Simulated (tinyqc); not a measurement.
Avalanche multiplication and breakdown of a junction from ionisation integrals: one step, computed by the program tinyqc. Command: `OMP_NUM_THREADS=1 python tinyqc.py 3005491 3005492 out.jsonl impact walk`. One thread of a shared host (Intel(R) Xeon(R) Processor @ 2.30GHz), about 0.01 s of CPU time with the checks.

Ionisation coefficients follow the local field. Position x runs through the depletion layer from the p side (x = 0), where electrons enter, to the n side (x = w), where holes enter. The built-in voltage is neglected.

Question. Multiplication and noise. M_n = 1/(1 - I_n), M_p = M_n exp(-Phi(w)); McIntyre excess noise for the carrier with the larger M, F_x = k M + (1 - k)(2 - 1/M), with k = (smaller M - 1)/(larger M - 1).

Junction: one-sided abrupt p+n.

Every 50th point:
```
x (micrometre)  F (MV/cm)  alpha_n (1/cm)  alpha_p (1/cm)         Phi  I_n up to x
0.00000         0.1464832    3.081704e+02    1.817771e+03   0.0000000    0.0000000
5.58288         0.1281728    6.600724e+01    5.319539e+02  -0.5092476    0.1165233
11.16576        0.1098624    8.459132e+00    1.033523e+02  -0.6448375    0.1456576
16.74864        0.0915520    4.765997e-01    1.042666e+01  -0.6672671    0.1488777
22.33151        0.0732416    6.373758e-03    3.341044e-01  -0.6690197    0.1490120
27.91439        0.0549312    4.802478e-06    1.080051e-03  -0.6690581    0.1490132
33.49727        0.0366208    2.726496e-12    1.128673e-08  -0.6690582    0.1490132
39.08015        0.0183104    4.989116e-31    1.288072e-23  -0.6690582    0.1490132
44.66303        0.0000000               0               0  -0.6690582    0.1490132
```

Give: M_n; M_p; effective k; excess noise factor.

Answer.

M_n = 1.1751

M_p = 2.2943

effective k = 0.13529

excess noise factor = 1.6629

Injecting holes gives the larger gain and, at equal gain, the lower noise.
